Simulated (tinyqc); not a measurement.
Spectral response: phonon-assisted absorption at an indirect gap.

alpha(E) = sum_j A_j [N_j (E - Eg + w_j)^2 + (N_j + 1)(E - Eg - w_j)^2], each bracket counted only where its base is positive; N_j = 1/(exp(w_j/kB T) - 1). The first term absorbs a phonon and the second emits one; excitons and direct transitions are left out.

Photodiode (Gaertner form with a dead layer): QE = (1 - R) exp(-alpha xj) [1 - exp(-alpha W)/(1 + alpha L)], R = ((nr - 1)/(nr + 1))^2; responsivity = QE/E in A/W for E in eV.

Constants: kB = 8.617333262e-05 eV/K.

Values chosen for the exercise (loosely those of AlAs at room temperature; Eg is not tied to T; shifted at random, so the results belong to these values and not to a real crystal): Eg = 2.108 eV (indirect gap, held fixed unless listed); w = (45.7, 13.3) meV (two zone-edge phonons); A = (4900, 540) 1/(cm eV^2) (their strengths); T = 400 K; nr = 3.07 (refractive index); xj = 0.1 micrometre (dead layer at the surface); W = 9.4 micrometre (depleted width); L = 33 micrometre (minority diffusion length below it).

Response:
```
E (eV),wavelength (nm),alpha (1/cm),1/alpha (micrometre),dead layer,collected,QE,A/W
2.13,582,9.68,1.03e+03,1.000,0.040,0.029,0.014
2.17,571,32.8,305,1.000,0.125,0.093,0.043
2.23,556,130,77.2,0.999,0.380,0.281,0.126
2.31,537,385,26.0,0.996,0.693,0.512,0.222
2.41,514,907,11.0,0.991,0.893,0.656,0.272
2.56,484,2.11e+03,4.73,0.979,0.983,0.713,0.279
2.76,449,4.51e+03,2.22,0.956,0.999,0.708,0.257
3.01,412,8.78e+03,1.14,0.916,1.000,0.679,0.226
3.31,375,1.58e+04,0.635,0.854,1.000,0.633,0.191
3.71,334,2.82e+04,0.354,0.754,1.000,0.559,0.151
```

How do the results move, and what explains it?

QE is highest, 0.713, at 2.56 eV of those listed and the responsivity at 2.56 eV; reflection alone caps QE at 0.741. Near the gap weak absorption limits it (collected share 0.040); at the top the dead layer passes 0.754. Far above the gap the quadratic law and a constant index are only rough; in the real crystal direct transitions take over near 3 eV, so the rows above that understate alpha.

Run: tinyqc, `OMP_NUM_THREADS=1 python tinyqc.py 1681599 1681600 out.jsonl`; Intel(R) Xeon(R) Processor @ 2.30GHz, one thread, shared host; about 0.01 s of CPU time with all checks.
